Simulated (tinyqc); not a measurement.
Newton steps for the Fermi level: carrier statistics of a doped semiconductor with parabolic bands.

Values chosen for the exercise (near those of GaN; not measured data): ND = 2.6e+16 1/cm^3 (donors); NA = 2.4e+15 1/cm^3 (acceptors); E_start = 2.991 eV (first guess of EF); cap = 20 (iteration cap).

Eg = 3.362425 eV
kT = 0.0430867 eV
Nc = 4.82937e+18 1/cm^3
Nv = 1.00104e+20 1/cm^3

Boltzmann statistics and full ionisation: n = Nc exp((EF - Eg)/kT), p = Nv exp(-EF/kT). First run: Newton on f = p + ND - n - NA. Second run: Newton on ln(p + ND) - ln(n + NA). Stop when the step is below 1e-7 eV.

First run:

| step | EF (eV) | n (1/cm^3) | step taken (kT) |
|---|---|---|---|
| 1 | 2.99100 | 8.71e+14 | 26.091 |
| 2 | 4.11517 | 1.87e+26 | -1.000 |
| 3 | 4.07208 | 6.87e+25 | -1.000 |
| 4 | 4.02899 | 2.53e+25 | -1.000 |
| 5 | 3.98591 | 9.30e+24 | -1.000 |
| 6 | 3.94282 | 3.42e+24 | -1.000 |
| 7 | 3.89973 | 1.26e+24 | -1.000 |
| 8 | 3.85665 | 4.63e+23 | -1.000 |
| 9 | 3.81356 | 1.70e+23 | -1.000 |
| 10 | 3.77047 | 6.26e+22 | -1.000 |
| 11 | 3.72739 | 2.30e+22 | -1.000 |
| 12 | 3.68430 | 8.48e+21 | -1.000 |
| 13 | 3.64121 | 3.12e+21 | -1.000 |
| 14 | 3.59813 | 1.15e+21 | -1.000 |
| 15 | 3.55504 | 4.22e+20 | -1.000 |
| 16 | 3.51196 | 1.55e+20 | -1.000 |
| 17 | 3.46888 | 5.71e+19 | -1.000 |
| 18 | 3.42581 | 2.10e+19 | -0.999 |
| 19 | 3.38277 | 7.74e+18 | -0.997 |
| 20 | 3.33981 | 2.86e+18 | -0.992 |

Second run:

| step | EF (eV) | n (1/cm^3) | step taken (kT) |
|---|---|---|---|
| 1 | 2.99100 | 8.71e+14 | 7.784 |
| 2 | 3.32638 | 2.09e+18 | -4.394 |
| 3 | 3.13706 | 2.58e+16 | -0.090 |
| 4 | 3.13317 | 2.36e+16 | 0.000 |
| 5 | 3.13315 | 2.36e+16 | 0.000 |

Has the first run converged, and what does its course show?

No: the last step is still 0.99 kT. The first step jumps by 26.1 kT, far past the root, because the slope -(n + p)/kT is small at the start; after it n is far too large, the residual is a pure exponential, and Newton then retreats by one kT a step (19 such steps here). The rerun on the logarithm, which is close to linear in EF once n outweighs the compensating charge, converges in 5 steps to EF = 3.13315 eV.

tinyqc: `OMP_NUM_THREADS=1 python tinyqc.py 1681635 1681636 out.jsonl`; about 0.01 s, one thread, shared Intel(R) Xeon(R) Processor @ 2.30GHz.
